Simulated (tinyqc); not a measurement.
Quaternary alloy A(x)B(1-x)C(y)D(1-y) matched to a substrate: sweeps and comparisons. A value that a table varies takes the place of the one given here.

Q(x,y) = x y Q_AC + x (1 - y) Q_AD + (1 - x) y Q_BC + (1 - x)(1 - y) Q_BD for the lattice constant. Gap, rule 1: Q(x,y) - x (1 - x)[y C_ABC + (1 - y) C_ABD] - y (1 - y)[x C_ACD + (1 - x) C_BCD]. Rule 2 (mean of ternaries): {x (1 - x)[y T_ABC(x) + (1 - y) T_ABD(x)] + y (1 - y)[x T_ACD(y) + (1 - x) T_BCD(y)]}/{x (1 - x) + y (1 - y)}, T_ABC(x) = x E_AC + (1 - x) E_BC - C_ABC x (1 - x), T_ACD(y) = y E_AC + (1 - y) E_AD - C_ACD y (1 - y), and alike. Only the Gamma valley is followed.

Matching a(x,y) = a_s gives x = (a_s - y a_BC - (1 - y) a_BD)/(y (a_AC - a_BC) + (1 - y)(a_AD - a_BD)).
Constants: hc = 1239.841984 eV nm.

Values chosen for the exercise (AC, AD, BC, BD near GaAs, GaP, InAs and InP; substrate near InP; shifted at random, so the results belong to these values and not to a real crystal):
- a = (5.658, 5.454, 6.065, 5.869) angstrom (lattice constants of AC, AD, BC, BD)
- Eg = (1.521, 2.926, 0.412, 1.429) eV (gaps at Gamma of AC, AD, BC, BD)
- Cb = (0.451, 0.649, 0.182, 0.095) eV (bowing of ABC, ABD, ACD, BCD)
- a_s = 5.869 angstrom (substrate)
- y = 0.6 (fraction of C)

## Along the matched line

x follows from y.

Results:
```
y          x  bilinear (eV)  rule 1 (eV)  rule 2 (eV)  wavelength 1 (nm)  wavelength 2 (nm)
0.03  0.0142         1.4195       1.4078       1.4147                881                876
0.15  0.0710         1.3787       1.3249       1.3562                936                914
0.27  0.1282         1.3329       1.2454       1.2954                996                957
0.39  0.1856         1.2821       1.1692       1.2324               1060               1006
0.51  0.2433         1.2264       1.0964       1.1668               1131               1063
0.63  0.3012         1.1656       1.0270       1.0984               1207               1129
0.75  0.3594         1.0997       0.9608       1.0256               1290               1209
0.87  0.4179         1.0287       0.8979       0.9449               1381               1312
0.99  0.4767         0.9526       0.8383       0.8439               1479               1469
```

What does this show, and why?

The matched alloys span 0.838 to 1.408 eV by rule 1, monotonically in y. Along the line dx/dy is +0.474 between the first two rows and +0.490 between the last two. In energy the two rules differ most at y = 0.63, by 71 meV (78 nm there), which measures how far the ternary data leave the interior open. Miscibility gaps are not considered.

## What each parameter does

x is matched anew each time. Each row changes one parameter from the base and keeps the others.

Results:
```
case                                            x  rule 1 (eV)  rule 2 (eV)
base                                       0.2867       1.0440       1.1158
y = 0.59                                   0.2819       1.0498       1.1216
a_s = 5.865 angstrom                       0.2964       1.0540       1.1266
Cb = (0.541, 0.779, 0.218, 0.114) eV       0.2867       1.0166       1.1027
Eg = (1.571, 2.926, 0.412, 1.429) eV       0.2867       1.0526       1.1244
a = (5.668, 5.454, 6.065, 5.869) angstrom  0.2909       1.0484       1.1205
```

What does this show?

The largest shifts from the base row, up to three for each result and ties (the steps differ in size, so this ranks the rows, not the parameters). x: a_s +0.0098, y -0.0048, a +0.0043; unchanged at the printed digits by Cb and Eg. rule 1 (eV): Cb -0.0274, a_s +0.0100, Eg +0.0086. rule 2 (eV): Cb -0.0131, a_s +0.0108, Eg +0.0086.

tinyqc: `OMP_NUM_THREADS=1 python tinyqc.py 1080963 1080964 out.jsonl`; about 0.01 s, one thread, shared Intel(R) Xeon(R) Processor @ 2.30GHz.
